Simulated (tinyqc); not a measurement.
Empirical pseudopotential in a few plane waves, step by step. One step of it, computed by the program tinyqc.

Problem. Bloch Hamiltonian at G. Basis: the 15 shortest G (labels in 2 pi/a), the same at every k. H(G,G') = c |k + G|^2 delta + VS(|G-G'|^2) cos((G-G').tau) + i VA sin((G-G').tau), tau = a/8 (1,1,1); 1 Ry = 13.605693 eV.

Parameters chosen for this model: fcc lattice, atoms at +/- a/8 (1,1,1); form factors in rydberg at |G|^2 in units of (2 pi/a)^2:
```
parameter,value,unit
a,5.650000,angstrom
VS(3),-0.242000,Ry
VS(8),0.033000,Ry
VS(11),0.071000,Ry
VA(3),0,Ry
VA(4),0,Ry
VA(11),0,Ry
hbar^2/2m (2 pi/a)^2,4.711788,eV
```

k point G (2 pi / a): 0  0  0

Give: H(k) at G.

Solution.

H(k) at G (eV), lower triangle:
```
,+0+0+0,-1-1-1,-1-1+1,-1+1-1,-1+1+1,+1-1-1,+1-1+1,+1+1-1,+1+1+1,-2+0+0,+0-2+0,+0+0-2,+0+0+2,+0+2+0,+2+0+0
+0+0+0,0.000
-1-1-1,2.328,14.135
-1-1+1,-2.328,0.000,14.135
-1+1-1,-2.328,0.000,0.449,14.135
-1+1+1,-2.328,-0.449,0.000,0.000,14.135
+1-1-1,-2.328,0.000,0.449,0.449,0.000,14.135
+1-1+1,-2.328,-0.449,0.000,0.000,0.449,0.000,14.135
+1+1-1,-2.328,-0.449,0.000,0.000,0.449,0.000,0.449,14.135
+1+1+1,2.328,0.000,-0.449,-0.449,0.000,-0.449,0.000,0.000,14.135
-2+0+0,0.000,-2.328,-2.328,-2.328,2.328,0.683,-0.683,-0.683,-0.683,18.847
+0-2+0,0.000,-2.328,-2.328,0.683,-0.683,-2.328,2.328,-0.683,-0.683,0.449,18.847
+0+0-2,0.000,-2.328,0.683,-2.328,-0.683,-2.328,-0.683,2.328,-0.683,0.449,0.449,18.847
+0+0+2,0.000,-0.683,2.328,-0.683,-2.328,-0.683,-2.328,0.683,-2.328,-0.449,-0.449,0.000,18.847
+0+2+0,0.000,-0.683,-0.683,2.328,-2.328,-0.683,0.683,-2.328,-2.328,-0.449,0.000,-0.449,0.449,18.847
+2+0+0,0.000,-0.683,-0.683,-0.683,0.683,2.328,-2.328,-2.328,-2.328,0.000,-0.449,-0.449,0.449,0.449,18.847
```
